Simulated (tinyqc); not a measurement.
# Worked calculation: short-channel transistor, virtual-source model with series resistance

tinyqc, about 0.01 s, one thread, Intel Xeon 2.30GHz (shared host): `OMP_NUM_THREADS=1 python tinyqc.py 2380142 2380143 out.jsonl` Printed values are rounded.

The current per gate width is the charge at the top of the source barrier (the virtual source) times its velocity times a saturation function; al and be are fitting constants of the model. Units: I in uA/um, Rs in ohm um, so I Rs = 1e-6 I Rs in volts; Q in uC/cm^2, so I = 1e-4 Q vx0 Fsat with vx0 in cm/s.

Inputs (values chosen for the exercise):
- T = 325 K (temperature)
- Cinv = 3.75 uF/cm^2 (inversion capacitance)
- vx0 = 1.64e7 cm/s (velocity at the virtual source)
- mu = 230 cm^2/(V s) (apparent mobility)
- L = 45 nm (channel length)
- VT0 = 0.318 V (threshold at zero drain voltage)
- dl = 0.038 V/V (drain-induced barrier lowering)
- n0 = 1.48 (subthreshold factor)
- nd = 0.2 1/V (growth of n with drain voltage)
- al = 3.5 (threshold shift (in units of Vt) from weak to strong inversion)
- be = 1.6 (sharpness of saturation)
- Rs = 90 ohm um (series resistance of each contact)
- Vgs = 1 V (gate voltage)
- Vds = 0.05 V (drain voltage)

Constants: q = 1.602176634e-19 C, kB = 1.380649e-23 J/K, Vt = kB T/q. Results are converted to the units shown.

## Iteration 1: current through the series resistance

I at the start = 0 uA/um

Intrinsic voltages Vg' = Vgs - I Rs, Vd' = Vds - 2 I Rs. n = n0 + nd Vd', VT = VT0 - dl Vd', Ff = 1/(1 + exp((Vg' - VT + al Vt/2)/(al Vt))), Q = Cinv n Vt ln(1 + exp((Vg' - VT + al Vt Ff)/(n Vt))), Vdsat = (vx0 L/mu)(1 - Ff) + Vt Ff, Fsat = u/(1 + u^be)^(1/be) with u = Vd'/Vdsat, and I(out) = Q vx0 Fsat per width. (Fsat takes the sign of u.) Newton step: I(new) = I + (I(out) - I)/(1 - s), s = dI(out)/dI by a central difference with +/- 0.001 uA/um.

Vg' = 1 V
Vd' = 0.05 V
VT = 0.3161 V
Ff = 5.656364e-4
Q = 2.564833 uC/cm^2
Vdsat = 0.3207039 V
Fsat = 0.1511239
I(out) = 635.6765 uA/um
s = -2.266786
I after iteration 1 = 194.5877 uA/um

## Iteration 2: current through the series resistance

As before.

Vg' = 0.9824871 V
Vd' = 0.01497421 V
VT = 0.3174310 V
Ff = 6.854479e-4
Q = 2.494212 uC/cm^2
Vdsat = 0.3206688 V
Fsat = 0.04648132
I(out) = 190.1322 uA/um
s = -2.296212
I after iteration 2 = 193.2360 uA/um

## Course of the iteration: current through the series resistance

Stop when I changes by less than 1e-7 uA/um, or after 80 iterations.

Course of the iteration:
```
iteration  I (uA/um)  |change| (uA/um)
1           194.5877               195
2           193.2360              1.35
3           193.2361           3.69e-5
4           193.2361           < 1e-10
```

Converged in 4 iterations. The change falls from 190 in the first iteration to below the tolerance in the last.

## What the series resistance costs

converged I = 193.2361 uA/um
I0 = 635.6765 uA/um

Intrinsic voltages Vg' = Vgs - I Rs, Vd' = Vds - 2 I Rs. n = n0 + nd Vd', VT = VT0 - dl Vd', Ff = 1/(1 + exp((Vg' - VT + al Vt/2)/(al Vt))), Q = Cinv n Vt ln(1 + exp((Vg' - VT + al Vt Ff)/(n Vt))), Vdsat = (vx0 L/mu)(1 - Ff) + Vt Ff, Fsat = u/(1 + u^be)^(1/be) with u = Vd'/Vdsat, and I = Q vx0 Fsat per width. I0 is the current for Rs = 0. Effective velocity I/Q; transit time L Q/I.

loss against I0 = 69.60151 %
effective velocity = 7.745855e5 cm/s
transit time = 5.809559 ps

The carriers leave the virtual source at 4.72 % of vx0: Vd' is not large against Vdsat.
